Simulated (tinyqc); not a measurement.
# Deep-level transient spectroscopy: the DLTS spectrum

Schottky contact on an n-type layer with shallow donors Nd (all ionised) and a donor-like deep trap, neutral when filled and positive when empty; depletion approximation. Traps within lam of the depletion edge stay filled. A long pulse to Vp fills the traps beyond x1 = Wp - lam; back at Vr those between x1 and x2 = Wr - lam emit. A rate window reads S = C(t2) - C(t1).

Emission rate en = sn vth(T) Nc(T) exp(-Et/kB T) = sn g T^2 exp(-Et/kB T), g = vth Nc/(300 K)^2, as vth goes as T^0.5 and Nc as T^1.5 (degeneracy factor 1). lam = sqrt(2 eps0 eps_r (EF - ET)/(q Nd)), EF - ET = Et - (kB T/q) ln(Nc(T)/Nd), Nc(T) = Nc (T/300 K)^1.5. In the steady state at the band bending V, 2 eps0 eps_r V/q = Nd W^2 + Nt (W - lam)^2 (the second term only if W > lam). W(t)^2 = Wr^2 + (Nt/Nd)(x2^2 - x1^2) exp(-en t), C = eps0 eps_r/W; for small Nt, dC/C = -(Nt/2 Nd) G exp(-en t) with G = (x2^2 - x1^2)/Wr^2. For an exponential transient S peaks where en = ew = ln(t2/t1)/(t2 - t1).

Values chosen for this exercise; material values close to those of indium phosphide:
- eps_r = 12.7 (relative permittivity)
- Nc = 5.81e17 cm^-3 (conduction-band density of states at 300 K)
- vth = 4.2e7 cm/s (thermal velocity at 300 K)
- Nd = 2.9e16 cm^-3 (shallow donor density)
- Vbi = 0.89 V (built-in voltage)
- Et = 0.35 eV (depth of the trap below the conduction edge)
- sn = 3.9e-16 cm^2 (capture cross-section)
- Nt = 1.2e15 cm^-3 (trap density)
- Vr = 8.4 V (reverse bias)
- Vp = 0.4 V (reverse bias during the filling pulse)
- t1 = 1 ms (first sampling time)
- t2 = 2.5 ms (second sampling time)

Constants: q = 1.602176634e-19 C, kB = 1.380649e-23 J/K, eps0 = 8.8541878128e-14 F/cm where lengths are in cm. Results are converted to the units shown.

Result of one run:

| T (K) | en (1/s) | S (pF/cm^2) |
|---|---|---|
| 252 | 672.0 | 71.45 |

What becomes of these results when the temperature of the transient T is changed from 252 to 276 K, all else the same?

Result of the changed run:

| T (K) | en (1/s) | S (pF/cm^2) |
|---|---|---|
| 276 | 3274 | 8.435 |

The whole series:

| T (K) | en (1/s) | S (pF/cm^2) |
|---|---|---|
| 211 | 20.56 | 6.345 |
| 219 | 44.74 | 13.28 |
| 227 | 92.41 | 25.36 |
| 235 | 182.1 | 43.08 |
| 243 | 344.0 | 62.30 |
| 252 | 672.0 | 71.45 |
| 260 | 1175 | 56.85 |
| 268 | 1989 | 29.03 |
| 276 | 3274 | 8.435 |
| 284 | 5247 | 1.184 |
| 293 | 8665 | 0.03890 |
| 301 | 1.322e4 | 4.106e-4 |

S goes from 6.35 through a maximum of 71.5 (at T = 252 K among the rows listed) to 4.11e-4 pF/cm^2; en equals ew = 611 1/s at 250.7 K. Colder, the trap has hardly emitted by t2; warmer, it is empty before t1. Rows above half of the largest S span 235 to 260 K.

Program tinyqc, `OMP_NUM_THREADS=1 python tinyqc.py 2050133 2050134 out.jsonl`; Intel Xeon 2.30GHz, shared host, one thread, about 0.01 s.
